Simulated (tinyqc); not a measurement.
Band bending at a free surface with a continuum of surface states, surface photovoltage and Kelvin probe: one step of the calculation.

n-type bulk, xi = Ec - EF = Vt ln(Nc/Nd), p0 = ni^2/Nd, ni = sqrt(Nc Nv) exp(-Eg/(2 Vt)), Eg in volts. b is the upward band bending, u = b/Vt. Space charge per area, in units of q: Qc = sign(b) sqrt((2 eps0 eps_r Vt/q) [(Nd + dn)(exp(-u) - 1) + Nd u + (p0 + dn)(exp(u) - 1)]), with dn the excess density under light (flat quasi-Fermi levels; 0 in the dark). The states hold -Ds (E0 - xi - b): negative while the Fermi level lies above the neutrality level. Neutrality: Qc + Qf + (charge of the states) = 0.

Task. Work function and Kelvin-probe reading. Work function chi + xi + b; contact potential difference CPD = (work function of the sample) - pt. Depth of EF below Ec at the surface: xi + b. Depletion width Qc/Nd.

Parameters, values chosen for the exercise; band and dielectric values close to those of 4H silicon carbide:
- T = 300 K (temperature)
- Eg = 3.27 eV (band gap)
- eps_r = 9.84 (relative permittivity)
- Nc = 1.69e19 cm^-3 (conduction-band density of states at T)
- Nv = 2.48e19 cm^-3 (valence-band density of states at T)
- chi = 3.6 eV (electron affinity)
- Nd = 2e17 cm^-3 (donor density)
- pt = 5.03 eV (work function of the probe tip)
- E0 = 0.76 eV (depth of their neutrality level below the conduction edge)

Constants: q = 1.602176634e-19 C, kB = 1.380649e-23 J/K, Vt = kB T/q, eps0 = 8.8541878128e-14 F/cm where lengths are in cm. Results are converted to the units shown.

converged b = 0.57259873 V

Find: xi + b; Qc; Qc/Nd; work function; CPD.

Result.

xi + b = 0.68730 eV
Qc = 1.0905e12 cm^-2
Qc/Nd = 54.527 nm
work function = 4.2873 eV
CPD = -742.70 mV

The Fermi level lies 72.7 meV above the neutrality level.

Computed by the program tinyqc: `OMP_NUM_THREADS=1 python tinyqc.py 2430022 2430023 out.jsonl`, one thread of a shared Intel Xeon 2.30GHz, about 0.01 s for the whole run.
